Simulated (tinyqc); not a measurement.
Slope factor and drain-induced lowering from three currents.

Problem. With source and body at 0 V, I = A exp((Vg + dd Vd)/(nf Vt)) (1 - exp(-Vd/Vt)). Find nf, the swing nf Vt ln 10 and dd.

Inputs (values chosen for the exercise):
- T = 330 K (temperature)

Constants: q = 1.602176634e-19 C, kB = 1.380649e-23 J/K, Vt = kB T/q. Results are converted to the units shown.

currents at (Vg, Vd) = (0, 0.05), (0, 0.8) and (0.1, 0.8) V (nA/um): [0.44038944, 1.3647722, 16.823689]

Answer. The pair at equal Vd gives nf; the pair at equal Vg, after dividing out the factors 1 - exp(-Vd/Vt), gives dd.

nf = 1.40
swing = 91.7 mV/decade
dd = 0.0500

Computed by the program tinyqc: `OMP_NUM_THREADS=1 python tinyqc.py 2242206 2242207 out.jsonl`, one thread of a shared Intel Xeon 2.30GHz, about 0.03 s for the whole run.
